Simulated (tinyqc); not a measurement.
Delta-doped layer in the Thomas-Fermi potential: one step. Filling the subbands. Four cases, with inputs chosen for the exercise.

Task: At zero temperature n_i = g m_d (mu - E_i)/(2 pi c) for E_i < mu, c = hbar^2/2m0; find mu from sum n_i = N (1e13/cm^2 = 1e-3/angstrom^2).

Constants: hbar^2/2m0 = 3.80998211 eV angstrom^2.

Give: mu; n_i in the order of the list.

Case 1.

Values chosen (out of a larger set: near those of a delta-doped layer in Ge; not measured data): N = 2.6 x 1e13/cm^2 (donor sheet density).

Subbands:
```
label  valleys g  m_d (m0)     E (eV)  rms z (angstrom)
0              4  0.292704  -0.056739            21.177
```

Result:

mu = -0.0036 eV

n_i in the order of the list (1e13/cm^2): 2.600

1 subband filled in part, the lowest with 100 % of the electrons. The potential was built for a Fermi level at 0; filling its quantised levels puts mu 2.0 % of the depth below that; with so few subbands the Thomas-Fermi picture is crude, and a close match would be chance.

Case 2.

Values chosen (out of a larger set: near those of a delta-doped layer in Si; not measured data): N = 12 x 1e13/cm^2 (donor sheet density).

Subbands:
```
label  valleys g  m_d (m0)     E (eV)  rms z (angstrom)
0              2  0.194000  -0.210684             4.642
0'             4  0.418779  -0.125959            10.581
1              2  0.194000  -0.035574            15.395
2              2  0.194000  -0.005513            37.181
```

Result:

mu = -0.0079 eV

n_i in the order of the list (1e13/cm^2): 3.287  8.264  0.449  0.000

3 subbands filled in part, the lowest with 27 % of the electrons. The potential was built for a Fermi level at 0; filling its quantised levels puts mu 1.7 % of the depth below that, which shows how nearly the two pictures agree. The fullest is 0', with 69 %.

Case 3.

Values chosen (out of a larger set: near those of a delta-doped layer in Si; not measured data): N = 10 x 1e13/cm^2 (donor sheet density).

Subbands:
```
label  valleys g  m_d (m0)     E (eV)  rms z (angstrom)
0              2  0.187000  -0.184048             4.855
0'             4  0.417921  -0.106004            11.603
1              2  0.187000  -0.029599            16.372
2              2  0.187000  -0.004218            40.530
```

Result:

mu = -0.0073 eV

n_i in the order of the list (1e13/cm^2): 2.761  6.891  0.348  0.000

3 subbands filled in part, the lowest with 28 % of the electrons. The potential was built for a Fermi level at 0; filling its quantised levels puts mu 1.8 % of the depth below that, which shows how nearly the two pictures agree. The fullest is 0', with 69 %.

Case 4.

Values chosen (out of a larger set: near those of a delta-doped layer in Si; not measured data): N = 6.6 x 1e13/cm^2 (donor sheet density).

Subbands:
```
label  valleys g  m_d (m0)     E (eV)  rms z (angstrom)
0              2  0.190000  -0.124559             5.743
0'             4  0.421936  -0.069877            13.935
1              2  0.190000  -0.016026            20.921
```

Result:

mu = -0.0055 eV

n_i in the order of the list (1e13/cm^2): 1.891  4.542  0.168

3 subbands filled in part, the lowest with 29 % of the electrons. The potential was built for a Fermi level at 0; filling its quantised levels puts mu 1.9 % of the depth below that, which shows how nearly the two pictures agree. The fullest is 0', with 69 %.

Computed by tinyqc, one run a case: `OMP_NUM_THREADS=1 python tinyqc.py N N+1 out.jsonl` with N = 1280652, 1280713, 1280791, 1280971; one thread of a shared Intel(R) Xeon(R) Processor @ 2.30GHz, about 0.1 s a run at most.
